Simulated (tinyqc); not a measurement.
Relaxation at fixed composition: composition and strain of an epitaxial Si(1-x)Ge(x) layer from Raman and X-ray peaks. Computed by tinyqc, a small Python program. Command: `OMP_NUM_THREADS=1 python tinyqc.py 3026475 3026476 out.jsonl epiraman walk`. One thread of a shared host (Intel(R) Xeon(R) Processor @ 2.30GHz), about 0.01 s of CPU time with the checks.

A (001) layer, biaxially strained in the plane. The Raman peaks follow empirical lines omega = w0 + c1 x + c3 x^3 + b eps (c3 for Si-Ge alone), with eps the in-plane strain.

Inputs (values chosen for the exercise, modelled on silicon-germanium):
```
quantity                        value      unit
Ge fraction x                    0.78         -
Ge fraction y of the buffer      0.69         -
lattice constant of Si          5.431  angstrom
lattice constant of Ge          5.658  angstrom
bowing B                        0.029  angstrom
2 C12/C11 of Si                 0.778         -
2 C12/C11 of Ge                 0.746         -
Si-Si: w0                       520.2      1/cm
Si-Si: c1                       -65.9      1/cm
Si-Si: strain coefficient b      -684      1/cm
Ge-Ge: w0                       280.1      1/cm
Ge-Ge: c1                        20.1      1/cm
Ge-Ge: strain coefficient b      -420      1/cm
X-ray wavelength             1.540598  angstrom
```

Substrate: relaxed alloy buffer.

Method:
- Relaxed lattice constant a(x) = a_Si + (a_Ge - a_Si) x - B x (1 - x).
- In-plane constant a_par = a_sub + R (a(x) - a_sub); eps = a_par/a(x) - 1; eps_perp = -(2 C12/C11) eps with 2 C12/C11 linear in x; a_perp = a(x) (1 + eps_perp). The buffer has a_sub = a(y).
- (004) Bragg angle theta = arcsin(2 lambda/a), with a = a_perp for the layer and a_sub for the substrate; separation = layer less substrate. The apparent x is the one that a fully strained layer (R = 0) would need to give the same a_perp.

Signatures; columns: (1) R; (2) eps (per mille); (3) Si-Si (1/cm); (4) Ge-Ge (1/cm); (5) a_perp (angstrom); (6) (004) separation (arcsec); (7) apparent x if R = 0 is assumed:
```
(1)       (2)     (3)     (4)     (5)      (6)      (7)
0.00  -3.8651  471.44  297.40  5.6194  -921.26  0.78000
0.15  -3.2854  471.05  297.16  5.6169  -862.36  0.77425
0.30  -2.7056  470.65  296.91  5.6145  -803.39  0.76849
0.50  -1.9326  470.12  296.59  5.6112  -724.67  0.76081
0.70  -1.1595  469.59  296.27  5.6080  -645.84  0.75311
0.85  -0.5798  469.19  296.02  5.6055  -586.64  0.74733
1.00   0.0000  468.80  295.78  5.6031  -527.39  0.74154
```

Full relaxation moves the Si-Si peak by -2.64 per cm and shrinks the X-ray separation to 57 % of its strained value, about 1/(1 + 2 C12/C11). A symmetric reflection alone cannot part x from R: a relaxed layer read as strained gives x = 0.742 in place of 0.78. An asymmetric reflection or a second peak is needed.

Extremes, crossings and ranges named in words are read from the listed rows.
